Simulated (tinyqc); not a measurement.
k.p theory built from an empirical-pseudopotential calculation at Gamma, step by step. Values are carried at full precision from step to step, so a last printed digit may differ when a step is redone from the rounded ones.

Empirical pseudopotential on the fcc lattice, atoms at +/- tau, tau = a (1,1,1)/8, no spin-orbit coupling. H(G,G') = c (2 pi/a)^2 |k + G|^2 delta + VS(q) cos(q.tau) + i VA(q) sin(q.tau), q = G - G', c = hbar^2/2m0; k and G in units of 2 pi/a; VS at |q|^2 = 3, 8, 11 and VA at 3, 4, 11, in rydberg, zero elsewhere. The basis is fixed: all 89 G with |G|^2 up to Gcut. Energies are counted from the fourth level at Gamma.

Constants: hbar^2/2m0 = 3.80998211 eV angstrom^2; Ry = 13.60569312 eV.

Values chosen for the exercise (near those of GaAs; shifted at random, so the results belong to these values and not to a real crystal):
```
symbol  value                 unit        meaning
a       5.637                 angstrom    lattice constant
VS      (-0.229, 0.01, 0.06)  Ry          symmetric form factors
VA      (0.071, 0.05, 0.009)  Ry          antisymmetric form factors
Gcut    19                    (2 pi/a)^2  largest |G|^2 of the fixed basis
```

## Levels at Gamma

Diagonalise H at k = 0 and group equal levels.

Multiplets at Gamma:
```
multiplet  degeneracy    E (eV)
1                   1  -12.2907
2                   3    0.0000
3                   1    1.4440
4                   3    4.4322
5                   1    7.9952
6                   2    8.6708
7                   3   12.7546
8                   1   14.1916
9                   3   26.9264
```

The lowest empty multiplet is a singlet at 1.444 eV; the lowest empty singlet (s-like) is multiplet 3.

## Mass of the s-like conduction level (multiplet 3)

For a multiplet A of d_A states, W(B) = (4 c/(3 d_A)) sum over n in A, m in B and i = x, y, z of |<n|G_i|m>|^2 (G in 1/angstrom, <n|G_i|m> = sum_G c_n(G)* G_i c_m(G)); the mean inverse mass of A is 1 + sum_B W(B)/(E_A - E_B). Multiplets with W = 0 are left out.

List the couplings (the first eight at most); W to the valence triplet is the Kane energy Ep.

Couplings:
```
multiplet B  degeneracy  E_B (eV)   W (eV)  W/(E_A - E_B)
2                     3    0.0000  18.3386        12.7001
4                     3    4.4322   0.0080        -0.0027
7                     3   12.7546   0.2149        -0.0190
10                    3   27.5142   0.3658        -0.0140
12                    3   28.1681   0.2132        -0.0080
15                    3   41.3051   0.0266        -0.0007
19                    3   42.8971   0.0088        -0.0002
23                    3   44.8902   0.0132        -0.0003
```

sum over the higher multiplets = -0.0011
1/m = 13.6541

Ep = 18.34 eV. The valence triplet gives 12.70, all other levels together -0.05; m = 0.0732, against 0.0730 for two levels alone.

## Valence parameters

Fold all other levels onto the valence triplet: D(u) = c + 4 c^2 sum_m <n|u.G|m><m|u.G|n'>/(0 - E_m), in units of c. Along [100] its eigenvalues are L (once) and M (twice); along [111] (L + 2M + 2N)/3 (once) and (L + 2M - N)/3 (twice). Then g1 = -(L + 2M)/3, g2 = -(L - M)/6, g3 = -N/6.

eigenvalues along [100]: -13.199  -2.221  -2.221

eigenvalues along [111]: -15.781  -0.930  -0.930

L, M, N: -13.199  -2.221  -14.851

g1, g2, g3: 5.880  1.830  2.475

With spin-orbit coupling added at fixed g1, g2, g3 and large against the hole energy these give heavy and light masses along [100] of 0.450 and 0.105. The s-like level alone adds Ep/(3E) = 4.23 to g1. Local form factors fix Ep and the gap only roughly, so these values can lie far from measured ones.

## Checks

- 1/m of the s-like level from the sum against the curvature of the band: both 13.65.
- L and M against the curvatures along [100]: largest relative difference 1.8e-06.

Run: tinyqc, `OMP_NUM_THREADS=1 python tinyqc.py 1050683 1050684 out.jsonl`; Intel(R) Xeon(R) Processor @ 2.30GHz, one thread, shared host; about 0.5 s of CPU time with all checks.
